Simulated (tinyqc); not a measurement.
Worked calculation: MP2 on RHF in the 3-21g basis, for He, spin multiplicity 1. Computed by tinyqc, a small Python program that keeps every step (integrals from PySCF). Settings: charge = 0, multiplicity = 1, basis = 3-21g, method = RHF, energy threshold = 1e-10, iteration cap = 68, orthogonalisation = symmetric, start = Wolfsberg-Helmholz matrix, DIIS depth = 6. Command: `OMP_NUM_THREADS=1 python tinyqc.py 25402 25403 out.jsonl` (the two numbers bound the seeds that draw the settings). One thread of a shared host (Intel(R) Xeon(R) Processor @ 2.60GHz), about 0.05 s of CPU time with the checks. The early iterations of the SCF are left out here.

## One-electron integrals

Geometry (angstrom):
```
atom,x,y,z
He,0.000000,0.000000,0.000000
```

Basis 3-21g: exponents (1/bohr^2) and contraction coefficients of normalised primitives:
```
element,l (shell),exponent,coefficient
He,s (1),13.626700,0.175230
He,s (1),1.999350,0.893482
He,s (2),0.382993,1.000000
```

Overlap, kinetic and nuclear-attraction integrals over the contracted functions; the nuclear repulsion is the sum of Za Zb / Rab.

nuclear repulsion = 0 hartree

overlap S:
```
,1He 1s,1He 2s
1He 1s,1.000000,0.595216
1He 2s,0.595216,1.000000
```

kinetic energy T (hartree):
```
,1He 1s,1He 2s
1He 1s,3.916124,0.578949
1He 2s,0.578949,0.574489
```

nuclear attraction V (hartree):
```
,1He 1s,1He 2s
1He 1s,-5.489688,-2.235292
1He 2s,-2.235292,-1.975129
```

core Hamiltonian H = T + V (hartree):
```
,1He 1s,1He 2s
1He 1s,-1.573565,-1.656343
1He 2s,-1.656343,-1.400640
```

## Two-electron integrals

Functions are numbered as in S; the eight-fold symmetry (ij|kl) = (ji|kl) = (kl|ij) leaves the list below.

Two-electron integrals (ij|kl) in chemists' order, unique and non-zero (hartree):
```
i,j,k,l,(ij|kl)
1,1,1,1,1.803255
2,1,1,1,0.876507
2,1,2,1,0.452077
2,2,1,1,0.917008
2,2,2,1,0.514678
2,2,2,2,0.698314
```

## Orthogonalisation

S = U s U^T; symmetric (Loewdin) form X = U s^(-1/2) U^T, so that X^T S X = 1.

eigenvalues of S: 0.404784  1.595216

X:
```
,1He 1s,1He 2s
1He 1s,1.181761,-0.390007
1He 2s,-0.390007,1.181761
```

## Iteration 8 (converged): orbitals

converged F (hartree):
```
,1He 1s,1He 2s
1He 1s,-0.070801,-1.118003
1He 2s,-1.118003,-0.499364
```

Diagonalise F' = X^T F X, C = X C', fill 1 alpha and 1 beta electrons from the bottom; D = 2 C_occ C_occ^T. Each column has its largest component positive (the first on a tie).

F' = X^T F X (hartree):
```
,1,2
1,0.855729,-1.468624
2,-1.468624,0.322402
```

orbital energies (hartree): MO1 -0.903572, MO2 2.081703

coefficients C:
```
,MO1,MO2
1He 1s,0.457919,1.157140
1He 2s,0.657278,-1.056716
```

D after iteration 8:
```
,1He 1s,1He 2s
1He 1s,0.419379,0.601960
1He 2s,0.601960,0.864028
```

## Convergence

Stop when the energy changes by less than 1e-10 hartree and every element of the error matrix X^T (F D S - S D F) X is below 3e-06.

Course of the cycle:
```
iteration,E (hartree),change,largest element of the error matrix
1,-2.72415044,-,7.79e-01
2,-2.83521850,-1.11e-01,5.07e-02
3,-2.83567987,-4.61e-04,4.71e-05
4,-2.83567987,-3.11e-10,2.19e-05
5,-2.83567987,-4.96e-11,1.43e-05
6,-2.83567987,-1.65e-11,1.06e-05
7,-2.83567987,-7.44e-12,8.44e-06
8,-2.83567987,-1.28e-11,1.82e-09
```

PySCF RHF in the same basis = -2.83567987 hartree

Converged in 8 iterations.

## Integrals over molecular orbitals

(pq|rs) = sum C_ip C_jq C_kr C_ls (ij|kl), one index at a time.

one-electron integrals over orbitals h = C^T H C (hartree):
```
,1,2
1,-1.932108,-0.319236
2,-0.319236,0.379665
```

Two-electron integrals over orbitals (pq|rs), unique and non-zero (hartree):
```
p,q,r,s,(pq|rs)
1,1,1,1,1.028537
2,1,1,1,0.319236
2,1,2,1,0.261994
2,2,1,1,0.982016
2,2,2,1,0.343809
2,2,2,2,0.998335
```

## Second-order Moller-Plesset energy

Hartree-Fock energy = -2.83567987 hartree

E2 = sum_ijab (ia|jb) [2 (ia|jb) - (ib|ja)] / (e_i + e_j - e_a - e_b) over occupied i, j and virtual a, b; the opposite-spin part is (ia|jb)^2 / denominator, the rest is same-spin, and SCS-MP2 scales them by 6/5 and 1/3.

Terms:
```
i,j,a,b,(ia|jb),(ib|ja),denominator,term
1,1,2,2,0.261994,0.261994,-5.970548,-0.011497
```

Pair energies (hartree; pair i-j sums ij and ji):
```
pair,opposite spin,same spin
1-1,-0.011497,0.000000
```

MP2 correlation energy = -0.01149661 hartree

SCS-MP2 correlation energy = -0.01379594 hartree

MP2 total energy = -2.84717649 hartree
